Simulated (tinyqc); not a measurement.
Inside a calculation. Model: minority carriers and saturation current of a heavily doped emitter.

tinyqc, about 0.01 s, one thread, Intel Xeon 2.30GHz (shared host): `OMP_NUM_THREADS=1 python tinyqc.py 2330161 2330162 out.jsonl` Printed values are rounded.

n-type, parabolic bands, full ionisation. eta = (EF - Ec)/kB T solves N = Nc F12(eta), F12(x) = (2/sqrt(pi)) int_0^infinity sqrt(u)/(1 + exp(u - x)) du. The gap shrinks rigidly by dEg = E1 [ln(N/N0) + sqrt(ln^2(N/N0) + 0.5)], an empirical law that is here taken as the true narrowing.

Inputs (values chosen for the exercise); band and dielectric values close to those of silicon:
- T = 250 K (temperature)
- Eg = 1.11 eV (band gap)
- Nc = 2.11e19 cm^-3 (conduction-band density of states at 250 K)
- Nv = 2.03e19 cm^-3 (valence-band density of states at 250 K)
- N = 1.9e20 cm^-3 (ionised donor density)
- E1 = 7.5 meV (energy of the narrowing law)
- N0 = 1.9e17 cm^-3 (density of the narrowing law)
- mup = 230 cm^2/(V s) (minority-hole mobility)
- Cn = 2.5e-31 cm^6/s (Auger coefficient)
- ts = 0.68 us (defect lifetime)
- W = 180 nm (emitter width)
- S = 5600 cm/s (recombination velocity at the contact)

Constants: q = 1.602176634e-19 C, kB = 1.380649e-23 J/K, Vt = kB T/q. Results are converted to the units shown.

Range of the model: Band tails, non-parabolic bands and incomplete ionisation are left out.

## Iteration 1: Fermi level

eta at the start (Boltzmann value) = 2.1978

Newton step on ln F12(eta) = ln(N/Nc): eta(new) = eta - ln(Nc F12/N) F12/Fm, Fm(x) = dF12/dx = (1/sqrt(pi)) int_0^infinity u^(-1/2)/(1 + exp(u - x)) du.

F12 = 3.121469
Fm = 1.545935
eta after iteration 1 = 4.336979

## Course of the iteration

Stop when eta changes by less than 1e-9.

Course of the iteration:
```
iteration       eta   change
1          4.336979     2.14
2          5.018834    0.682
3          5.064508   0.0457
4          5.064687  1.78e-4
5          5.064687  2.70e-9
6          5.064687        0
```

Converged in 6 iterations.

## Effective intrinsic density

converged eta = 5.064687

ni = sqrt(Nc Nv) exp(-Eg/(2 Vt)), Eg in volts; degeneracy factor g = F12(eta) exp(-eta); nie^2 = ni^2 exp(dEg/kB T) g, p0 = nie^2/N; apparent narrowing dEg + kB T ln g.

ni = 1.341472e8 cm^-3
dEg = 103.8871 meV
g = 0.05687294
apparent narrowing = 42.12371 meV
nie = 3.565906e8 cm^-3
p0 = 6.692468e-4 cm^-3

Narrowing multiplies p0 by 124 and degeneracy by 0.0569.

## Saturation current

1/tau = Cn N^2 + 1/ts, D = mup Vt, L = sqrt(D tau); J0 = (q p0 D/L)(s + tanh(W/L))/(1 + s tanh(W/L)), s = S L/D; the share recombining inside is 1 - 1/[cosh(W/L)(1 + tanh(W/L)/s)].

tau = 0.1107853 ns
L = 234.2941 nm
s = 0.02647943
J0 = 0.01499125 fA/cm^2
share recombining inside = 96.99367 %

Most holes recombine inside, since the contact is well passivated.
